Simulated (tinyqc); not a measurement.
Van der Pauw, Hall and four-point-probe measurements on a doped layer: correction factor against the shape of the sample.

A uniform n-type layer with sheet resistance Rs = 1/(q ns mu), point contacts, low field (mu B small).

Rs = 1/(q ns mu). For a rectangle with contacts at the corners, RA = (8 Rs/pi) sum_(k>=0) ln coth((2k + 1) pi a/(2 b)) with current along a short side b and voltage along the opposite one, RB the same with a and b exchanged. ar = a/b. F = Rs/[(pi/ln 2)(RA + RB)/2]; small-asymmetry estimate 1 - (ln 2/2) d^2 - ((ln 2)^2/4 - (ln 2)^3/12) d^4 with d = (RB - RA)/(RB + RA).

Parameters, values chosen for the exercise:

| symbol | value | unit | meaning |
|---|---|---|---|
| ns | 2.1e12 | cm^-2 | sheet density of the layer |
| mu | 550 | cm^2/(V s) | drift mobility |

Constants: q = 1.602176634e-19 C. Results are converted to the units shown.

Correction factor against the shape of the sample:

| ar | RA (ohm) | RB (ohm) | RB/RA | F | estimate of F |
|---|---|---|---|---|---|
| 1 | 1192 | 1192 | 1.000 | 1.000 | 1.000 |
| 1.23 | 577.8 | 2157 | 3.734 | 0.8718 | 0.8741 |
| 1.46 | 280.4 | 3259 | 11.62 | 0.6738 | 0.7082 |
| 1.69 | 136.1 | 4431 | 32.55 | 0.5221 | 0.6213 |
| 1.91 | 68.19 | 5586 | 81.92 | 0.4217 | 0.5862 |
| 2.14 | 33.11 | 6812 | 205.8 | 0.3484 | 0.5713 |
| 2.37 | 16.07 | 8046 | 500.6 | 0.2958 | 0.5653 |
| 2.6 | 7.804 | 9285 | 1190 | 0.2566 | 0.5628 |

RB/RA rises from 1.00 to 1190 and F falls from 1.00 to 0.257. The estimate is 5.1 % above F at a/b = 1.46 and 2.19 times it in the last row. RA shrinks about as exp(-pi a/b): by a factor of 2.06 between the last two rows, against 2.06.

tinyqc, about 0.05 s, one thread, Intel Xeon 2.30GHz (shared host): `OMP_NUM_THREADS=1 python tinyqc.py 2850192 2850193 out.jsonl`
